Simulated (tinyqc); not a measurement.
Inside a calculation. Method: Luttinger-Kohn k.p, four valence bands. Computed by tinyqc, a small Python program that keeps every step. Settings: g1 = 5.77, g2 = 2.39, g3 = 2.71. Command: `OMP_NUM_THREADS=1 python tinyqc.py 30981 30982 out.jsonl` (the two numbers bound the seeds that draw the settings). One thread of a shared host (Intel(R) Xeon(R) Processor @ 2.60GHz), about 0.01 s of CPU time with the checks.

## Bloch Hamiltonian at k

Luttinger parameters chosen for this model; energies are counted downward from the top of the valence band:
```
parameter     value  unit
g1         5.770000
g2         2.390000
g3         2.710000
```

k point k (1/angstrom): [0.027000, 0.010000, -0.042000]

P = c g1 k^2, Q = c g2 (kx^2 + ky^2 - 2 kz^2), R = c sqrt3 [-g2 (kx^2 - ky^2) + 2i g3 kx ky], S = 2 c sqrt3 g3 (kx - i ky) kz, c = hbar^2/2m = 3.809982 eV angstrom^2; rows [P+Q, -S, R, 0], [-S*, P-Q, 0, R], [R*, 0, P-Q, S], [0, R*, S*, P+Q]. The path ends lie at |k| = 0.07 1/angstrom.

H(k) at k (eV), order 3/2, 1/2, -1/2, -3/2:
```
[[0.032427, 0.040560-0.015022i, -0.009920+0.009657i, 0.000000],
 [0.040560+0.015022i, 0.081580, 0.000000, -0.009920+0.009657i],
 [-0.009920-0.009657i, 0.000000, 0.081580, -0.040560+0.015022i],
 [0.000000, -0.009920-0.009657i, -0.040560-0.015022i, 0.032427]]
```

## Levels at k

Diagonalise the Hermitian matrix.

eigenvalues (eV): [0.005366, 0.005366, 0.108641, 0.108641]

## Bands along a path

The same steps at evenly spaced points between the labelled ones.

Bands along the path (eV):
```
k               band 1    band 2    band 3    band 4
[111]         0.006534  0.006534  0.208905  0.208905
[111]-G 0.33  0.002904  0.002904  0.092847  0.092847
[111]-G 0.67  0.000726  0.000726  0.023212  0.023212
G             0.000000  0.000000  0.000000  0.000000
G-[100] 0.33  0.002054  0.002054  0.021884  0.021884
G-[100] 0.67  0.008214  0.008214  0.087536  0.087536
[100]         0.018482  0.018482  0.196957  0.196957
```

## Hole masses

E = c [g1 k^2 -/+ 2 sqrt(g2^2 k^4 + 3 (g3^2 - g2^2)(kx^2 ky^2 + ky^2 kz^2 + kz^2 kx^2))] with c = hbar^2/2m, and m* = hbar^2 k^2 / (2 E).

Masses (electron masses):
```
direction     heavy     light
[100]      1.010101  0.094787
[110]      1.989239  0.090602
[111]      2.857143  0.089366
```
